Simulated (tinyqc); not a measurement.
Worked calculation: coherent transport through a tight-binding region between two chains. One step of it, computed by the program tinyqc.

Task: Transmission at E = -0.7 eV. Surface Green function g = (E - i sqrt(4 t^2 - E^2)) / (2 t^2); self-energy tc^2 g on each contact site; G = (E - H - Sigma)^(-1); Gamma = -2 Im Sigma; T = Gamma_L Gamma_R |G_LR|^2; local density of states -Im G_ii / pi.

H of the central region (eV):
```
           1          2          3          4          5
1  -0.170000  -1.460000   0.000000   0.000000   0.000000
2  -1.460000   0.790000  -1.460000   0.000000   0.000000
3   0.000000  -1.460000  -0.280000  -1.190000   0.000000
4   0.000000   0.000000  -1.190000   0.080000  -0.570000
5   0.000000   0.000000   0.000000  -0.570000  -0.430000
```

Leads: semi-infinite chains with site energy 0:
```
parameter                           value
lead hopping t (eV)              2.810000
coupling to the left lead (eV)   0.330000
coupling to the right lead (eV)  0.810000
left contact site                       1
right contact site                      5
```

E = -0.700000 eV

Give: g; G; local density of states; transmission.

Result:

g = -0.044-0.353i 1/eV

G (1/eV):
```
               1              2              3              4
1   0.586-0.953i   0.871-0.358i   0.302+0.588i  -0.962+0.647i
2   0.871-0.358i   0.304-0.152i   0.124+0.203i  -0.329+0.258i
3   0.302+0.588i   0.124+0.203i  -0.176-0.380i   0.626-0.384i
4  -0.962+0.647i  -0.329+0.258i   0.626-0.384i   0.624-0.452i
5  -1.947-0.341i  -0.709-0.071i   1.223+0.268i   1.302+0.182i

               5
1  -1.947-0.341i
2  -0.709-0.071i
3   1.223+0.268i
4   1.302+0.182i
5  -0.772-0.311i
```

local density of states (1/eV): 0.303  0.048  0.121  0.144  0.099

transmission = 0.139
